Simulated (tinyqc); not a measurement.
LCCD on RHF in the 6-31g basis, for H2, spin multiplicity 1, step by step. One step of it, computed by the program tinyqc.

Question. LCCD: starting amplitudes. t_ij^ab = <ij||ab> / (e_i + e_j - e_a - e_b), whose energy is MP2.

orbital energies (hartree): [-0.512819, 0.150017, 0.935745, 1.124576]

Two-electron integrals over orbitals (pq|rs), unique and non-zero (hartree):
```
(11|11) 0.552450    (21|21) 0.112574    (22|11) 0.440261    (22|22) 0.403752
(31|11) 0.127593    (31|22) 0.071064    (31|31) 0.090899    (32|21) 0.016793
(32|32) 0.039612    (33|11) 0.498072    (33|22) 0.406450    (33|31) 0.117961
(33|33) 0.474972    (41|21) -0.079798   (41|32) -0.053047   (41|41) 0.105106
(42|11) -0.134406   (42|22) -0.075273   (42|31) -0.081058   (42|33) -0.121418
(42|42) 0.083818    (43|21) -0.125903   (43|32) -0.045464   (43|41) 0.123907
(43|43) 0.180428    (44|11) 0.551984    (44|22) 0.447603    (44|31) 0.163532
(44|33) 0.526372    (44|42) -0.159545   (44|44) 0.609932
```

Give: Starting amplitudes; correlation energy.

Answer.

Starting amplitudes (spin orbitals 1a, 1b, ...; amplitudes related by a flip of all spins are not repeated):
```
from      to        t
1a 1b  2a 2b  -0.0849
1a 1b  2a 4b   0.0347
1a 1b  4a 4b  -0.0321
1a 1b  3a 3b  -0.0314
```

correlation energy = -0.021322 hartree
